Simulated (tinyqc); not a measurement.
# Anisotropic wet etching of Si(100): plane rates, V-grooves, membranes and undercut, step by step

A worked calculation. Computed by tinyqc, a small Python program that keeps every step. Command: `OMP_NUM_THREADS=1 python tinyqc.py 3031474 3031475 out.jsonl wetetch walk`. One thread of a shared host (Intel(R) Xeon(R) Processor @ 2.30GHz), about 0.01 s of CPU time with the checks. Intermediate numbers are printed to about 6 digits and carried at full precision; extremes and crossings named in words are read from the listed rows.

A long slot opens the mask on a (100) wafer. The floor etches at R100; (111) walls stand at theta = arctan(sqrt2) = 54.7356 degrees to the surface and recede at R111 along their normal.

Inputs (values chosen for the exercise, close to those used for potassium hydroxide solutions):
```
quantity                                                                    value     unit
prefactor k0 of the (100) rate                                            5.6e+08   um/min
activation energy of (100), E                                               0.595       eV
ratio (100)/(111) at 80 C                                                     360        -
extra energy of (111), dE                                                    0.11       eV
ratio (100)/oxide at 80 C                                                     250        -
extra energy of the oxide, dE_ox                                             0.23       eV
corner undercut rate over (100) rate, c                                       1.7        -
bath temperature T                                                             90        C
width w (mask opening along <110>, or membrane width in the design step)      5.6       um
misalignment of the mask                                                        2  degrees
etch time t                                                                   4.9      min
wafer thickness d                                                             675       um
membrane thickness wanted                                                      36       um
```

Constants: k_B = 8.617333262e-05 eV/K.

## Rates

R100 = k0 exp(-E/(k_B T)); a ratio given at 80 C scales as exp[(extra energy/k_B)(1/T - 1/353.15 K)]; R111 and R_ox follow by division. Temperatures in kelvin are T(C) + 273.15.

R100 = 3.09604 um/min

R111 = 0.00950017 um/min

R_ox = 0.0152493 um/min

anisotropy R100/R111 = 325.893

## Shape after the time t

A misaligned edge exposes ledges and adds R100 sin(misalignment) to the lateral rate (a simple estimate): u = R111/sin(theta) + R100 sin(misalignment). Top width W = w + 2 u t; floor width b = W - 2 z/tan(theta) = W - sqrt2 z. The floor lasts until b = 0, at t_V = w/(sqrt2 R100 - 2u); depth z = R100 t before t_V and W/sqrt2 after.

lateral rate u = 0.119686 um/min

time t_V to close the V = 1.35295 min

top width W = 6.77292 um

depth z = 4.78918 um

floor width b = 0 um

The groove has closed to a V and now deepens at sqrt2 u = 0.169 um/min, 5.5 % of R100.

## Designing a membrane from the back side

Etch depth d - membrane, time = depth/R100; for a membrane as wide as w the opening must be w + sqrt2 depth - 2 u time; oxide mask consumed R_ox x time; a 1 K error changes the depth by the fraction E/(k_B T^2); a convex mask corner, such as that of a mesa, would retreat by c x depth.

time to reach the membrane = 206.393 min

opening needed = 859.878 um

oxide consumed = 3147.35 nm

depth error per kelvin = 33.4559 um

retreat of a convex corner = 1086.3 um

The error per kelvin is 93 % of the membrane, so a timed etch cannot hold it and an etch stop is needed. The oxide loss calls for a nitride mask. A corner retreat larger than the depth shows why mesas need compensation structures. Caution: the remaining silicon is too narrow for its thickness to act as a membrane. Caution: rates also depend on concentration, doping, additives and stirring, all held fixed here.

## Speed against selectivity over temperature

Each row etches to the depth d - membrane; undercut per side = (R111/sin(theta) + R100 sin(misalignment)) x time.

Etching to a fixed depth:
```
T (C)  R100 (um/min)  R100/R111  time (h)  undercut (um)  oxide consumed (nm)
30           0.07186    653.458   148.204        23.4984               734.84
40           0.14872    571.242    71.611        23.6708               973.41
50           0.29424    503.543    36.195        23.8550              1267.20
60           0.55877    447.242    19.060        24.0506              1623.73
70           1.02220    399.990    10.419        24.2574              2050.73
80           1.80712    360.000     5.893        24.4747              2556.00
90           3.09604    325.893     3.440        24.7022              3147.35
100          5.15342    296.596     2.067        24.9394              3832.53
```

From 30 to 100 C the time falls by a factor 71.7, while the oxide loss grows by 5.22 and the undercut by 1.06: the slower planes and the mask have the higher activation energies, so heat costs selectivity. Misalignment gives 22.3 um of the undercut at any T.

Checks made by the program: depth against time integration (relative difference below 1e-10).
